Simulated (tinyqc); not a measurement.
Thermal stress, cracking, delamination and buckling of a thin film; Griffith cracks and misfitting inclusions: one step, computed by the program tinyqc. Command: `OMP_NUM_THREADS=1 python tinyqc.py 3007806 3007807 out.jsonl filmcrack walk`. One thread of a shared host (Intel(R) Xeon(R) Processor @ 2.30GHz), about 0.01 s of CPU time with the checks.

Isotropic linear elasticity; the substrate is much thicker than the film; stress is positive in tension.

Problem. Griffith crack in the substrate. Through crack of length 2a in plane strain: K_Ic = sqrt(2 gamma_s E_s/(1 - nu_s^2)); fracture stress = K_Ic/sqrt(pi a). An edge crack of depth a has K larger by 1.1215.

Inputs (values chosen for the exercise, modelled on a copper film on silicon):
```
quantity                          value        unit
substrate Young's modulus E_s       138         GPa
substrate Poisson ratio nu_s       0.21           -
flaw half length a                   17  micrometre
substrate surface energy gamma_s    1.2       J/m^2
```

Give: toughness K_Ic; fracture stress, inner crack; fracture stress, edge crack.

Solution.

toughness K_Ic = 0.5886 MPa m^0.5

fracture stress, inner crack = 80.55 MPa

fracture stress, edge crack = 71.82 MPa

The inner crack lowers the strength to 0.6 % of the ideal E_s/10.
